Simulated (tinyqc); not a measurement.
Molecular dynamics of a small cluster by velocity Verlet steps: one step, computed by the program tinyqc. Command: `OMP_NUM_THREADS=1 python tinyqc.py 3026945 3026946 out.jsonl verlet walk`. One thread of a shared host (Intel(R) Xeon(R) Processor @ 2.30GHz), about 0.08 s of CPU time with the checks.

E = sum_i {sum_j A exp(-p (r_ij/r0 - 1)) - xi sqrt(rho_i)}, rho_i = sum_j exp(-2 q (r_ij/r0 - 1)); the force on i is -sum_j w_ij (R_i - R_j)/r_ij with w_ij = -(2p/r0) A exp(-p (r_ij/r0 - 1)) + (xi q/r0) exp(-2 q (r_ij/r0 - 1)) (rho_i^(-1/2) + rho_j^(-1/2)).

Task: State at the start. Velocity Verlet: a = c F/M with c = 9.648533212e-3 angstrom/fs^2 per eV/(angstrom u); R(new) = R + v dt + a dt^2/2; v(new) = v + (a + a(new)) dt/2. Kinetic energy K = M v^2/(2c); temperature T = 2K/((3N - 3) k_B), rotation of the cluster included. After each step v is scaled by sqrt(1 + (dt/tau)(T0/T - 1)).

Inputs (values chosen for the exercise, for model atoms):
```
quantity,value,unit
length r0,2.9,angstrom
repulsion A,0.12,eV
hopping xi,1.36,eV
decay p,11,-
decay q,3.36,-
atomic mass M,183,u
time step dt,5,fs
target temperature T0,500,K
coupling time tau,500,fs
```

Potential: Gupta. Thermostat: Berendsen.

starting positions (angstrom):
```
,x,y,z
atom 1,-0.06,0.02,0.05
atom 2,2.69,-0.01,-0.06
atom 3,1.36,2.33,0
atom 4,1.32,0.83,2.2
atom 5,1.32,0.79,-2.13
```

starting velocities (angstrom/fs):
```
,x,y,z
atom 1,0.0006,-8e-05,-0.00053
atom 2,-0.00069,-2e-05,7e-05
atom 3,0.00079,-0.0001,-0.00023
atom 4,-0.00025,0.00099,0.00071
atom 5,-0.00045,-0.00079,-2e-05
```

Constants: 1 eV/(angstrom u) = 9.648533212e-03 angstrom/fs^2; k_B = 8.617333262e-05 eV/K.

Give: forces; potential energy; kinetic energy; temperature.

Result:

forces (eV/angstrom):
```
,x,y,z
atom 1,0.3392,0.1219,0.0286
atom 2,-0.2309,0.0337,0.4396
atom 3,-0.0314,0.0160,0.1744
atom 4,0.0867,-0.1142,-0.4935
atom 5,-0.1635,-0.0574,-0.1491
```

potential energy = -11.62 eV

kinetic energy = 0.03973 eV

temperature = 76.84 K
